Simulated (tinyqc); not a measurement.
# Worked calculation: minority carriers and saturation current of a heavily doped emitter

Program tinyqc, `OMP_NUM_THREADS=1 python tinyqc.py 2330040 2330041 out.jsonl`; Intel Xeon 2.30GHz, shared host, one thread, about 0.01 s. Printed values are rounded.

n-type, parabolic bands, full ionisation. eta = (EF - Ec)/kB T solves N = Nc F12(eta), F12(x) = (2/sqrt(pi)) int_0^infinity sqrt(u)/(1 + exp(u - x)) du. The gap shrinks rigidly by dEg = a3 y^(1/3) + a4 y^(1/4) + a2 y^(1/2), y = N/1e18 cm^-3, an empirical law that is here taken as the true narrowing.

Values chosen for this exercise; band and dielectric values those of a made-up semiconductor: temperature T = 300 K; band gap Eg = 1.12 eV; conduction-band density of states at 300 K Nc = 2.51e19 cm^-3; valence-band density of states at 300 K Nv = 1.99e19 cm^-3; ionised donor density N = 1.7e19 cm^-3; coefficient of (N/1e18)^(1/3) a3 = 10.3 meV; coefficient of (N/1e18)^(1/4) a4 = 7.7 meV; coefficient of (N/1e18)^(1/2) a2 = 1.4 meV; minority-hole mobility mup = 230 cm^2/(V s); Auger coefficient Cn = 1.6e-31 cm^6/s; defect lifetime ts = 0.068 us; emitter width W = 67 nm; recombination velocity at the contact S = 36000 cm/s.

Constants: q = 1.602176634e-19 C, kB = 1.380649e-23 J/K, Vt = kB T/q. Results are converted to the units shown.

Range of the model: Band tails, non-parabolic bands and incomplete ionisation are left out.

## Iteration 1: Fermi level

eta at the start (Boltzmann value) = -0.3897

Newton step on ln F12(eta) = ln(N/Nc): eta(new) = eta - ln(Nc F12/N) F12/Fm, Fm(x) = dF12/dx = (1/sqrt(pi)) int_0^infinity u^(-1/2)/(1 + exp(u - x)) du.

F12 = 0.557033
Fm = 0.466549
eta after iteration 1 = -0.156313

## Course of the iteration

Stop when eta changes by less than 1e-9.

Course of the iteration:

| iteration | eta | change |
|---|---|---|
| 1 | -0.156313 | 0.233 |
| 2 | -0.152423 | 3.89e-3 |
| 3 | -0.152422 | 1.14e-6 |
| 4 | -0.152422 | 9.93e-14 |

Converged in 4 iterations.

## Effective intrinsic density

converged eta = -0.152422

ni = sqrt(Nc Nv) exp(-Eg/(2 Vt)), Eg in volts; degeneracy factor g = F12(eta) exp(-eta); nie^2 = ni^2 exp(dEg/kB T) g, p0 = nie^2/N; apparent narrowing dEg + kB T ln g.

ni = 8.74334e9 cm^-3
dEg = 47.8917 meV
g = 0.788808
apparent narrowing = 41.7588 meV
nie = 1.96081e10 cm^-3
p0 = 22.6164 cm^-3

Narrowing multiplies p0 by 6.38 and degeneracy by 0.789.

## Saturation current

1/tau = Cn N^2 + 1/ts, D = mup Vt, L = sqrt(D tau); J0 = (q p0 D/L)(s + tanh(W/L))/(1 + s tanh(W/L)), s = S L/D; the share recombining inside is 1 - 1/[cosh(W/L)(1 + tanh(W/L)/s)].

tau = 16.4080 ns
L = 3123.48 nm
s = 1.89112
J0 = 126.785 fA/cm^2
share recombining inside = 1.14412 %

The emitter is transparent: most holes reach the contact.
